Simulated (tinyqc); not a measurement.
Inputs raised by 5 %, one at a time: current of a Schottky diode by thermionic-emission-diffusion theory, and its read-back from I-V-T and C-V data. Computed by tinyqc, a small Python program. Command: `OMP_NUM_THREADS=1 python tinyqc.py 3022236 3022237 out.jsonl schottky sens`. One thread of a shared host (Intel(R) Xeon(R) Processor @ 2.30GHz), about 0.01 s of CPU time with the checks.

Full ionisation, no tunnelling, no recombination current. V is the voltage across the junction itself, forward positive.

Inputs (values chosen for the exercise, modelled on n-type silicon): Richardson constant A* = 108 A/(cm^2 K^2); effective density of states at 300 K, N_c = 2.9e+19 1/cm^3; permittivity eps = 11.7; mobility mu = 990 cm^2/(V s); barrier without image force phi_0 = 0.808 eV; doping N = 8.2e+16 1/cm^3; series resistance R_s = 6.4 milliohm cm^2; junction voltage V = 0.33 V; temperature T = 200 K.

Barrier: uniform.

Constants: k_B = 8.617333262e-05 eV/K; e = 1.602176634e-19 C; eps_0 = 8.8541878128e-12 F/m.

Method:
- N_c(T) = N_c (T/300 K)^(3/2); V_bi = phi_0 - (k_B T/e) ln(N_c(T)/N); surface field F = sqrt(2 e N (V_bi - V - k_B T/e)/(eps eps_0)); image lowering d_phi = sqrt(e F/(4 pi eps eps_0)); effective barrier phi = phi_0 - d_phi.
- Collection velocity v_R = A* T^2/(e N_c(T)); diffusion velocity v_D = mu F; J = e N_c(T) v_R/(1 + v_R/v_D) exp(-phi/k_B T) [exp(e V/k_B T) - 1].
- Terminal voltage V + J R_s.
- Ideality n = (e/k_B T)/(d ln J/dV) by a central difference of +/- 1 mV; J_0 = J exp(-e V/(n k_B T)); apparent barrier phi_IV = k_B T ln(A* T^2/J_0); a C-V plot gives phi_CV = phi_0, the mean without lowering.

Runs:
```
input moved                                from        to  current density J (A/cm^2)  ideality factor n  apparent barrier phi_IV (eV)  image lowering (meV)
base run                                      -         -                   2.837e-05              1.024                        0.7659                 34.53
barrier without image force phi_0 (eV)    0.808    0.8484                   2.871e-06              1.022                        0.8060                 35.44
doping N (1/cm^3)                       8.2e+16  8.61e+16                   2.913e-05              1.025                        0.7654                 34.98
mobility mu (cm^2/(V s))                    990    1039.5                   2.840e-05              1.024                        0.7659                 34.53
Richardson constant A* (A/(cm^2 K^2))       108     113.4                   2.977e-05              1.024                        0.7659                 34.53
junction voltage V (V)                     0.33    0.3465                   7.222e-05              1.025                        0.7657                 34.14
temperature T (K)                           200       210                   1.055e-04              1.025                        0.7660                 34.37
permittivity eps                           11.7    12.285                   2.639e-05              1.023                        0.7675                 33.29
```

Exponents ln(y'/y) / ln(x'/x):
```
input                              current density J  ideality factor n  apparent barrier phi_IV  image lowering
barrier without image force phi_0            -46.949             -0.038                    1.045           0.531
doping N                                       0.537              0.005                   -0.014           0.262
mobility mu                                    0.017              0.000                    0.000           0.000
Richardson constant A*                         0.982              0.000                    0.000           0.000
junction voltage V                            19.148              0.018                   -0.008          -0.234
temperature T                                 26.923              0.008                    0.002          -0.094
permittivity eps                              -1.484             -0.017                    0.041          -0.750
```

Among the inputs moved here: current density J answers most in size to barrier without image force phi_0 (exponent -46.949), next to temperature T (+26.923). Its exponent +0.017 in mobility mu: thermionic emission limits. Its exponent +0.982 in Richardson constant A*: thermionic emission limits. Ideality factor n answers most in size to barrier without image force phi_0 (exponent -0.038), next to junction voltage V (+0.018); its exponent is below 0.0005 for mobility mu, Richardson constant A*. apparent barrier phi_IV answers most in size to barrier without image force phi_0 (exponent +1.045), next to permittivity eps (+0.041); its exponent is below 0.0005 for mobility mu, Richardson constant A*. image lowering answers most in size to permittivity eps (exponent -0.750), next to barrier without image force phi_0 (+0.531); its exponent is below 0.0005 for mobility mu, Richardson constant A*. Its exponent +0.262 in doping N: F grows as N^(1/2) and the lowering as F^(1/2).
